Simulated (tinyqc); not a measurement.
From elastic Debye temperature back to radial spring k1L: Born-von Karman spring model of a cubic crystal with one atom per cell. Computed by tinyqc, a small Python program. Command: `OMP_NUM_THREADS=1 python tinyqc.py 3010847 3010848 out.jsonl springs inv`. One thread of a shared host (Intel(R) Xeon(R) Processor @ 2.30GHz), about 0.2 s of CPU time with the checks.

First neighbours lie at a/2 (1,1,1) (8 of them), second at a (1,0,0) (6), with all permutations and signs; the volume per atom is Omega = a^3/2. Two shells of springs match a real metal only roughly, above all at the zone boundary.

Inputs (values chosen for the exercise, modelled on tungsten):
```
quantity,value,unit
lattice constant a,3.165,angstrom
atomic mass M,183.84,u
transverse spring k1T,-0.19,eV/angstrom^2
radial spring k2L,3.5,eV/angstrom^2
transverse spring k2T,-0.029,eV/angstrom^2
```

Lattice: bcc.

Constants: 1 eV/angstrom^3 = 160.2176634 GPa; u = 1.6605390666e-27 kg; hbar = 1.054571817e-34 J s; k_B = 1.380649e-23 J/K.

Method:
- [ij,kl] = (1/(2 Omega)) sum_R K_ij R_k R_l; C11 = [xx,xx], C44 = [xx,yy], C12 = 2 [xy,xy] - C44; B = (C11 + 2 C12)/3; Zener ratio A = 2 C44/(C11 - C12). K(R) = kL n n^T + kT (1 - n n^T).
- rho = M/Omega and v = sqrt(C/rho), with C = C11, C44, C44 along [100]; (C11 + C12 + 2 C44)/2, C44, (C11 - C12)/2 along [110]; (C11 + 2 C12 + 4 C44)/3 and twice (C11 - C12 + C44)/3 along [111].
- Christoffel matrix G_xx = C11 n_x^2 + C44 (1 - n_x^2), G_xy = (C12 + C44) n_x n_y, with eigenvalues rho v^2; v_m^-3 is the mean of v^-3 over three branches and all directions (12 Gauss-Legendre points in cos(theta) times 24 angles phi = (j + 1/2) pi/12); q_D = (6 pi^2/Omega)^(1/3); Theta = hbar v_m q_D/k_B.

Question. A run gave the result below. Find the radial spring k1L, known to lie between 4 and 10 eV/angstrom^2.

elastic Debye temperature = 391.5372 K

Answer.

Each step takes the trial c = (a f_b - b f_a)/(f_b - f_a), f being the result less the target and a, b, c the logarithms of the listed values; c replaces end b, the old b replaces a if the sign of f changed, and otherwise f_a is halved.

Scan of the range:
```
radial spring k1L (eV/angstrom^2),elastic Debye temperature (K)
4.00,346.750
4.66,365.283
5.43,384.138
6.32,403.157
7.37,422.744
8.58,442.472
10.00,462.752
```

False position (Illinois rule, in the logarithm of the input) inside the bracket:
```
step,end a,end b,trial,elastic Debye temperature (K)
1,5.43000,6.32000,5.76030,391.500
2,6.32000,5.76030,5.76199,391.537
3,6.32000,5.76199,5.76201,391.537
4,5.76199,5.76201,5.76200,391.537
```

Elastic Debye temperature rises at every point of a 13-point scan of the range (every second point is shown), so one value fits; it is bracketed by 5.43 and 6.32. Answer: radial spring k1L = 5.762 eV/angstrom^2.
